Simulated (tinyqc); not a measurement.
Capacitance of parallel on-chip lines from Laplace's equation on a mesh: two steps of the calculation.

Cross-section of an endless row of equal lines between two grounded planes; neighbours are driven in antiphase (+1 V and -1 V), so the plane midway between two lines is at 0 V. By symmetry one quarter is solved: x runs from the centre of a line (column 0, mirror) to that midplane (column 3, 0 V), y from the mid-height of the line (row 0, mirror) to the ground plane (row 3, 0 V). The line fills columns 0 to 1 and rows 0 to 1 at 1 V. Cells beside the line (below row 1) have e2, cells above have e1. Each link between nodes has the conductance g = mean permittivity of the two cells beside it (a cell beyond a mirror counts as 0), and the free nodes obey sum g (V_neighbour - V) = 0.

Values chosen for this exercise: relative permittivity above and below the lines e1 = 3; relative permittivity between the lines e2 = 2.7.

Constants: eps0 = 8.8541878128e-12 F/m. Results are converted to the units shown.

Question 1. Link conductances. gx[j, i] joins node (row j, column i) to column i + 1, gy[j, i] to row j + 1.

Wanted: gx; gy.

Answer 1.

gx:

|  | col 0 | col 1 | col 2 |
|---|---|---|---|
| row 0 | 1.3500 | 1.3500 | 1.3500 |
| row 1 | 2.8500 | 2.8500 | 2.8500 |
| row 2 | 3.0000 | 3.0000 | 3.0000 |
| row 3 | 1.5000 | 1.5000 | 1.5000 |

gy:

|  | col 0 | col 1 | col 2 | col 3 |
|---|---|---|---|---|
| row 0 | 1.3500 | 2.7000 | 2.7000 | 1.3500 |
| row 1 | 1.5000 | 3.0000 | 3.0000 | 1.5000 |
| row 2 | 1.5000 | 3.0000 | 3.0000 | 1.5000 |

Question 2. Capacitance per length. C = 4 eps0 sum g (difference of V)^2 over all links (twice the energy of the four quarters, line at 1 V). Plate estimate without fringing: eps0 [2 e1 w/hd + 2 e2 t/(s/2)], w = 2 hx, t = 2 hx, s/2 = 2 hx, hd = 2 hx.

converged V (V):

|  | col 0 | col 1 | col 2 | col 3 |
|---|---|---|---|---|
| row 0 | 1.0000000 | 1.0000000 | 0.4563047 | 0.0000000 |
| row 1 | 1.0000000 | 1.0000000 | 0.4126093 | 0.0000000 |
| row 2 | 0.4581773 | 0.4163546 | 0.2072409 | 0.0000000 |
| row 3 | 0.0000000 | 0.0000000 | 0.0000000 | 0.0000000 |

gx:

|  | col 0 | col 1 | col 2 |
|---|---|---|---|
| row 0 | 1.35 | 1.35 | 1.35 |
| row 1 | 2.85 | 2.85 | 2.85 |
| row 2 | 3 | 3 | 3 |
| row 3 | 1.5 | 1.5 | 1.5 |

gy:

|  | col 0 | col 1 | col 2 | col 3 |
|---|---|---|---|---|
| row 0 | 1.35 | 2.7 | 2.7 | 1.35 |
| row 1 | 1.5 | 3 | 3 | 1.5 |
| row 2 | 1.5 | 3 | 3 | 1.5 |

Find: C; plate estimate.

Answer 2.

C = 176.1 aF/um
plate estimate = 100.9 aF/um

Computed by the program tinyqc: `OMP_NUM_THREADS=1 python tinyqc.py 2790179 2790180 out.jsonl`, one thread of a shared Intel Xeon 2.30GHz, about 0.9 s for the whole run.
